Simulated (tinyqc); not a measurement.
Surface Green function of a dimerised chain, Sancho-Rubio decimation: one step of the calculation.

A semi-infinite lead of cells 0, 1, 2, ... with H0 inside a cell and H1 = <cell i|H|cell i + 1>. Cell A, B with A at the surface; -t1 joins A and B, -t2 joins B to the next A. z = E + i eta.

Problem. Decimation. Start with e_s = e = H0, a = H1, b = H1^dagger. Each round: g = (z - e)^(-1); e_s <- e_s + a g b; e <- e + a g b + b g a; a <- a g a; b <- b g b (all with the old a, b). Round k joins cells 2^k apart.

Parameters, values chosen for the exercise: energy E = 0.01 eV; broadening eta = 0.001 eV.

e_s after round 2 (eV):
```
                       A                      B
A   0.0000000+0.0000000i  -1.4000000+0.0000000i
B  -1.4000000+0.0000000i  -0.0090344-0.0009037i
```

e after round 2 (eV):
```
                       A                      B
A  -0.0090344-0.0009037i  -1.4000000+0.0000000i
B  -1.4000000+0.0000000i  -0.0090344-0.0009037i
```

a after round 2 (eV):
```
                        A                       B
A  0.00000000+0.00000000i  0.00000000+0.00000000i
B  0.36451030+0.00001592i  0.00000000+0.00000000i
```

b after round 2 (eV):
```
                        A                       B
A  0.00000000+0.00000000i  0.36451030+0.00001592i
B  0.00000000+0.00000000i  0.00000000+0.00000000i
```

Give: g; e_s after round 3; e after round 3; a after round 3; b after round 3.

Solution.

g (1/eV):
```
                   A                  B
A  -0.00971-0.00097i   0.71442+0.00003i
B   0.71442+0.00003i  -0.00971-0.00097i
```

e_s after round 3 (eV):
```
                 A                B
A   0.0000+0.0000i  -1.4000+0.0000i
B  -1.4000+0.0000i  -0.0103-0.0010i
```

e after round 3 (eV):
```
                 A                B
A  -0.0103-0.0010i  -1.4000+0.0000i
B  -1.4000+0.0000i  -0.0103-0.0010i
```

a after round 3 (eV):
```
                    A                   B
A  0.000000+0.000000i  0.000000+0.000000i
B  0.094923+0.000012i  0.000000+0.000000i
```

b after round 3 (eV):
```
                    A                   B
A  0.000000+0.000000i  0.094923+0.000012i
B  0.000000+0.000000i  0.000000+0.000000i
```

Program tinyqc, `OMP_NUM_THREADS=1 python tinyqc.py 2680047 2680048 out.jsonl`; Intel Xeon 2.30GHz, shared host, one thread, about 0.01 s.
